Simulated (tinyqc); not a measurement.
From results back to parameters: buckled dimers of a reconstructed (001) surface, two dangling bonds a dimer. Three cases, with inputs chosen for the exercise.

Problem. With tp the pi coupling of the two dangling bonds, gm their shift per height and kf the force constant (elastic energy kf z^2), an isolated buckled dimer has gap 2 gm^2/kf, buckling z with (gm z)^2 + tp^2 = (gm^2/kf)^2, and charge gm z/(gm^2/kf) moved to the up atom. The values come from hidden parameters.

Find: tp; gm; kf.

Method. With x half the gap and c the charge: tp = x sqrt(1 - c^2), gm = x c/z, kf = gm^2/x.

Case 1.

gap = 1.489231 eV
z = 0.317158 angstrom
charge moved = 0.937058 e

Solution.

tp = 0.26 eV
gm = 2.20 eV/angstrom
kf = 6.5 eV/angstrom^2

Case 2.

gap = 1.017976 eV
z = 0.190295 angstrom
charge moved = 0.777649 e

Solution.

tp = 0.32 eV
gm = 2.08 eV/angstrom
kf = 8.5 eV/angstrom^2

Case 3.

gap = 1.008333 eV
z = 0.206197 angstrom
charge moved = 0.899770 e

Solution.

tp = 0.22 eV
gm = 2.20 eV/angstrom
kf = 9.6 eV/angstrom^2

Computed by tinyqc, one run a case: `OMP_NUM_THREADS=1 python tinyqc.py N N+1 out.jsonl` with N = 1451142, 1451158, 1451198; one thread of a shared Intel(R) Xeon(R) Processor @ 2.30GHz, about 0.05 s a run at most.
